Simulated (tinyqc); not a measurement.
# Schottky diode by the thermionic emission-diffusion theory, step by step

tinyqc, about 0.01 s, one thread, Intel Xeon 2.30GHz (shared host): `OMP_NUM_THREADS=1 python tinyqc.py 2640092 2640093 out.jsonl` Printed values are rounded.

Metal on an n-type semiconductor with one parabolic valley; V > 0 is forward bias (metal positive). The band bends as a parabola over the depletion layer, by Vd = Vbi - V; no image force. Carriers drift and diffuse up to the interface and leave it with the velocity vR.

Inputs (values chosen for the exercise); band and dielectric values those of a made-up semiconductor:
```
symbol,value,unit,meaning
T,200,K,temperature
me,0.29,m0,electron mass
eps_r,9.73,,relative permittivity
mun,300,cm^2/(V s),electron mobility
phi,1.13,eV,barrier height seen from the metal
Nd,1.2e17,cm^-3,donor density
V,0.6,V,bias
```

Constants: q = 1.602176634e-19 C, kB = 1.380649e-23 J/K, h = 6.62607015e-34 J s, m0 = 9.1093837015e-31 kg, Vt = kB T/q, eps0 = 8.8541878128e-14 F/cm where lengths are in cm. Results are converted to the units shown.

Range of the model: vD exceeds usual saturation velocities: the low-field mobility is used at the surface field. It matters little where vD is far above vR.

## Emission velocity

A* = 4 pi q me m0 kB^2/h^3 (times 1e-4 for A/(cm^2 K^2)); Nc = 2 (2 pi me m0 kB T/h^2)^1.5 (times 1e-6 for cm^-3); Vbi = phi - Vt ln(Nc/Nd); vR = A* T^2/(q Nc).

A* = 34.85024 A/(cm^2 K^2)
Nc = 2.133203e18 cm^-3
Vbi = 1.080401 V
vR = 4.078714e6 cm/s

vR equals sqrt(kB T/(2 pi me m0)).

## Diffusion velocity

LD = sqrt(eps0 eps_r Vt/(q Nd)), a = sqrt((Vbi - V)/Vt), D(a) = exp(-a^2) int_0^a exp(s^2) ds (Dawson), vD = mun Vt/(sqrt(2) LD D(a)). For large a, vD tends to mun times the surface field sqrt(2 q Nd (Vbi - V)/(eps0 eps_r)).

LD = 8.787926 nm
a = 5.279591
D(a) = 0.09650394
vD = 4.310997e7 cm/s
mun times the surface field = 4.392917e7 cm/s

vD is 1.9 % below the large-a form.

## Current density

J = q Nc [vR vD/(vR + vD)] exp(-phi/Vt) [exp(V/Vt) - 1]. The quasi-Fermi level drops by Vt ln[(vR + vD)/(vD + vR exp(-V/Vt))] over the layer.

effective velocity = 3.726173e6 cm/s
J = 5.618151e-8 A/cm^2
J over the pure emission value = 0.9135658
drop of the quasi-Fermi level over the layer = 1.558011 meV

Emission limits the current: vD is more than five times vR.
